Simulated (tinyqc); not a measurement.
CCSD on RHF in the sto-3g basis, frozen core, for B+, spin multiplicity 1, step by step. Computed by tinyqc, a small Python program that keeps every step (integrals from PySCF). Settings: charge = 1, multiplicity = 1, basis = sto-3g, method = RHF, frozen orbitals = 1, energy threshold = 1e-10, iteration cap = 88, orthogonalisation = symmetric, start = core, DIIS depth = 6, amplitude equations = CCSD, DIIS depth for amplitudes = 4, cap on updates = 74. Command: `OMP_NUM_THREADS=1 python tinyqc.py 26603 26604 out.jsonl` (the two numbers bound the seeds that draw the settings). One thread of a shared host (Intel(R) Xeon(R) Processor @ 2.60GHz), about 0.2 s of CPU time with the checks. The early iterations of the SCF are left out here.

## One-electron integrals

Geometry (angstrom):
```
atom,x,y,z
B,0.0000,0.0000,0.0000
```

Basis sto-3g: exponents (1/bohr^2) and contraction coefficients of normalised primitives:
```
element,l (shell),exponent,coefficient
B,s (1),48.7911,0.1543
B,s (1),8.8874,0.5353
B,s (1),2.4053,0.4446
B,s (2),2.2370,-0.1000
B,s (2),0.5198,0.3995
B,s (2),0.1691,0.7001
B,p (3),2.2370,0.1559
B,p (3),0.5198,0.6077
B,p (3),0.1691,0.3920
```

Overlap, kinetic and nuclear-attraction integrals over the contracted functions; the nuclear repulsion is the sum of Za Zb / Rab.

nuclear repulsion = 0 hartree

overlap S, lower triangle:
```
,1B 1s,1B 2s,1B 2px,1B 2py,1B 2pz
1B 1s,1.0000
1B 2s,0.2693,1.0000
1B 2px,0.0000,0.0000,1.0000
1B 2py,0.0000,0.0000,0.0000,1.0000
1B 2pz,0.0000,0.0000,0.0000,0.0000,1.0000
```

kinetic energy T (hartree), lower triangle:
```
,1B 1s,1B 2s,1B 2px,1B 2py,1B 2pz
1B 1s,10.8263
1B 2s,-0.0480,0.3592
1B 2px,0.0000,0.0000,1.1239
1B 2py,0.0000,0.0000,0.0000,1.1239
1B 2pz,0.0000,0.0000,0.0000,0.0000,1.1239
```

nuclear attraction V (hartree), lower triangle:
```
,1B 1s,1B 2s,1B 2px,1B 2py,1B 2pz
1B 1s,-23.1474
1B 2s,-3.1394,-3.7716
1B 2px,0.0000,0.0000,-3.7414
1B 2py,0.0000,0.0000,0.0000,-3.7414
1B 2pz,0.0000,0.0000,0.0000,0.0000,-3.7414
```

core Hamiltonian H = T + V (hartree), lower triangle:
```
,1B 1s,1B 2s,1B 2px,1B 2py,1B 2pz
1B 1s,-12.3211
1B 2s,-3.1873,-3.4125
1B 2px,0.0000,0.0000,-2.6176
1B 2py,0.0000,0.0000,0.0000,-2.6176
1B 2pz,0.0000,0.0000,0.0000,0.0000,-2.6176
```

## Two-electron integrals

Functions are numbered as in S; the eight-fold symmetry (ij|kl) = (ji|kl) = (kl|ij) leaves the list below.

Two-electron integrals (ij|kl) in chemists' order, unique and non-zero (hartree):
```
i,j,k,l,(ij|kl)
1,1,1,1,2.9235
2,1,1,1,0.5184
2,1,2,1,0.1093
2,2,1,1,0.7442
2,2,2,1,0.1932
2,2,2,2,0.5448
3,1,3,1,0.0203
3,2,3,1,0.0300
3,2,3,2,0.1203
3,3,1,1,0.7425
3,3,2,1,0.1932
3,3,2,2,0.5447
3,3,3,3,0.5868
4,1,4,1,0.0203
4,2,4,1,0.0300
4,2,4,2,0.1203
4,3,4,3,0.0316
4,4,1,1,0.7425
4,4,2,1,0.1932
4,4,2,2,0.5447
4,4,3,3,0.5235
4,4,4,4,0.5868
5,1,5,1,0.0203
5,2,5,1,0.0300
5,2,5,2,0.1203
5,3,5,3,0.0316
5,4,5,4,0.0316
5,5,1,1,0.7425
5,5,2,1,0.1932
5,5,2,2,0.5447
5,5,3,3,0.5235
5,5,4,4,0.5235
5,5,5,5,0.5868
```

## Orthogonalisation

S = U s U^T; symmetric (Loewdin) form X = U s^(-1/2) U^T, so that X^T S X = 1.

eigenvalues of S: 0.7307  1.0000  1.0000  1.0000  1.2693

X, lower triangle:
```
,1B 1s,1B 2s,1B 2px,1B 2py,1B 2pz
1B 1s,1.0287
1B 2s,-0.1411,1.0287
1B 2px,0.0000,0.0000,1.0000
1B 2py,0.0000,0.0000,0.0000,1.0000
1B 2pz,0.0000,0.0000,0.0000,0.0000,1.0000
```

## Iteration 2 (converged): orbitals

converged F (hartree), lower triangle:
```
,1B 1s,1B 2s,1B 2px,1B 2py,1B 2pz
1B 1s,-7.9829
1B 2s,-2.2992,-1.4502
1B 2px,0.0000,0.0000,-0.2005
1B 2py,0.0000,0.0000,0.0000,-0.2005
1B 2pz,0.0000,0.0000,0.0000,0.0000,-0.2005
```

Diagonalise F' = X^T F X, C = X C', fill 2 alpha and 2 beta electrons from the bottom; D = 2 C_occ C_occ^T. Each column has its largest component positive (the first on a tie).

F' = X^T F X (hartree), lower triangle:
```
,1,2,3,4,5
1,-7.8095
2,-1.1094,-1.0261
3,0.0000,0.0000,-0.2005
4,0.0000,0.0000,0.0000,-0.2005
5,0.0000,0.0000,0.0000,0.0000,-0.2005
```

orbital energies (hartree): MO1 -7.9863, MO2 -0.8493, MO3 -0.2005, MO4 -0.2005, MO5 -0.2005

coefficients C:
```
,MO1,MO2,MO3,MO4,MO5
1B 1s,0.9937,-0.3013,0.0000,0.0000,0.0000
1B 2s,0.0225,1.0381,0.0000,0.0000,0.0000
1B 2px,0.0000,0.0000,1.0000,0.0000,0.0000
1B 2py,0.0000,0.0000,0.0000,1.0000,0.0000
1B 2pz,0.0000,0.0000,0.0000,0.0000,1.0000
```

D after iteration 2, lower triangle:
```
,1B 1s,1B 2s,1B 2px,1B 2py,1B 2pz
1B 1s,2.1564
1B 2s,-0.5808,2.1564
1B 2px,0.0000,0.0000,0.0000
1B 2py,0.0000,0.0000,0.0000,0.0000
1B 2pz,0.0000,0.0000,0.0000,0.0000,0.0000
```

Within a degenerate level the vectors are fixed only up to a rotation; this is one choice.

## Convergence

Stop when the energy changes by less than 1e-10 hartree and every element of the error matrix X^T (F D S - S D F) X is below 3e-06.

Course of the cycle:
```
iteration,E (hartree),change,largest element of the error matrix
1,-23.948470,-,1.87e-15
2,-23.948470,1.42e-14,0.0000
```

PySCF RHF in the same basis = -23.948470 hartree

Converged in 2 iterations.

## Integrals over molecular orbitals

(pq|rs) = sum C_ip C_jq C_kr C_ls (ij|kl), one index at a time.

one-electron integrals over orbitals h = C^T H C (hartree), lower triangle:
```
,1,2,3,4,5
1,-12.3107
2,0.3428,-2.8022
3,0.0000,0.0000,-2.6176
4,0.0000,0.0000,0.0000,-2.6176
5,0.0000,0.0000,0.0000,0.0000,-2.6176
```

Two-electron integrals over orbitals (pq|rs), unique and non-zero (hartree); the lowest 1 orbital is frozen and left out:
```
p,q,r,s,(pq|rs)
2,2,2,2,0.5259
3,2,3,2,0.1128
3,3,2,2,0.5335
3,3,3,3,0.5868
4,2,4,2,0.1128
4,3,4,3,0.0316
4,4,2,2,0.5335
4,4,3,3,0.5235
4,4,4,4,0.5868
5,2,5,2,0.1128
5,3,5,3,0.0316
5,4,5,4,0.0316
5,5,2,2,0.5335
5,5,3,3,0.5235
5,5,4,4,0.5235
5,5,5,5,0.5868
```

## CCSD: starting amplitudes

t_ij^ab = <ij||ab> / (e_i + e_j - e_a - e_b), whose energy is MP2.

Starting amplitudes (spin orbitals 1a, 1b, ...; amplitudes related by a flip of all spins are not repeated):
```
from,to,t
2a 2b,3a 3b,-0.0869
2a 2b,4a 4b,-0.0869
2a 2b,5a 5b,-0.0869
```

correlation energy = -0.029405 hartree

## CCSD: amplitude update 1

t_i^a D_i^a and t_ij^ab D_ij^ab are set to the remaining terms of the spin-orbital equations, evaluated with the old amplitudes; for the doubles these are <ij||ab> + 1/2 <ab||ef> t_ij^ef + 1/2 <mn||ij> t_mn^ab + P(ij)P(ab) <mb||ej> t_im^ae + terms in t^2 + terms with t1, D the orbital-energy denominators.

Amplitudes after update 1 (spin orbitals 1a, 1b, ...; amplitudes related by a flip of all spins are not repeated):
```
from,to,t
2a 2b,3a 3b,-0.1340
2a 2b,4a 4b,-0.1340
2a 2b,5a 5b,-0.1340
```

correlation energy = -0.045343 hartree

## CCSD: convergence

E_corr = 1/4 sum <ij||ab> t_ij^ab + 1/2 sum <ij||ab> t_i^a t_j^b; stop when the norm of the change is below 1e-8.

Course of the amplitude iterations:
```
update,correlation energy (hartree),norm of the change
0,-0.029405,-
1,-0.045343,1.63e-01
2,-0.053424,8.27e-02
3,-0.061143,4.04e-02
4,-0.060993,9.63e-04
5,-0.060980,1.47e-04
6,-0.060965,8.00e-05
7,-0.060966,4.49e-06
8,-0.060966,1.67e-08
9,-0.060966,1.53e-10
```

Converged amplitudes (spin orbitals 1a, 1b, ...; amplitudes related by a flip of all spins are not repeated):
```
from,to,t
2a 2b,3a 3b,-0.1802
2a 2b,4a 4b,-0.1802
2a 2b,5a 5b,-0.1802
```

CCSD total energy = -24.009436 hartree

T1 diagnostic, norm of the one-spin t1 over sqrt(correlated electrons) = 0.0000

Converged in 9 updates, with DIIS from the third.
